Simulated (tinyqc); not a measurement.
How thick the regions must be: band offset from the macroscopic average of a supercell potential.

A model of the planar-averaged electrostatic energy of an electron in a periodic cell of N1 periods of A (L1 = N1 n1 h) and N2 periods of B (L2 = N2 n2 h), on z_j = j h: V(z) = f VA + (1 - f) VB + F t(z), VA = V1[0] + V1[1] cos(2 pi z/(n1 h)) + V1[2] cos(4 pi z/(n1 h)), VB the same with V2, n2 and z - L1. f = [tanh(z/w) - tanh((z - L1)/w) + tanh((z - L1 - L2)/w)]/2 + 1/2; t(z) = z - L1/2 in A and (L1/L2)(L1 + L2/2 - z) beyond, so that the cell is periodic.

Running mean over n points, periodic: for odd n the plain mean of the n points centred on j; for even n the n + 1 points with half weight at both ends. The macroscopic average applies the mean over n1 points and then over n2 points.

Parameters, chosen for this exercise (gaps near those of GaAs and AlAs; not measured data):

| symbol | value | unit | meaning |
|---|---|---|---|
| h | 0.3 | angstrom | grid step |
| n1 | 6 |  | grid points per period of A |
| n2 | 7 |  | grid points per period of B |
| V1 | (-11.63, 1.84, 0.99) | eV | mean and two harmonics of the potential in A |
| V2 | (-8.82, 2.57, -0.97) | eV | the same in B |
| w | 0.42 | angstrom | width of the interfaces |

N1 = N2 = N, no slope (F = 0); dV is read at j = floor(N n1/2) and N n1 + floor(N n2/2). The exact value is V2[0] - V1[0].

Results:

| N | L1 (angstrom) | dV (eV) | error (meV) |
|---|---|---|---|
| 1 | 1.80 | 0.8987 | -1911.28 |
| 2 | 3.60 | 2.7156 | -94.38 |
| 3 | 5.40 | 2.8075 | -2.50 |
| 5 | 9.00 | 2.8100 | 0.00 |
| 6 | 10.80 | 2.8100 | 0.00 |

Give the missing row, N = 4.

Computed row:
```
N  L1 (angstrom)  dV (eV)  error (meV)
4           7.20   2.8100        -0.01
```

The error is below 10 meV from N = 3 on. The two windows together span 3.90 angstrom and must fit between the interface tails, which fall as exp(-2 z/w); the errors at N = 2, 3 and 4 are -94.38, -2.50 and -0.01 meV.

Run: tinyqc, `OMP_NUM_THREADS=1 python tinyqc.py 1850356 1850357 out.jsonl`; Intel(R) Xeon(R) Processor @ 2.30GHz, one thread, shared host; about 0.01 s of CPU time with all checks.
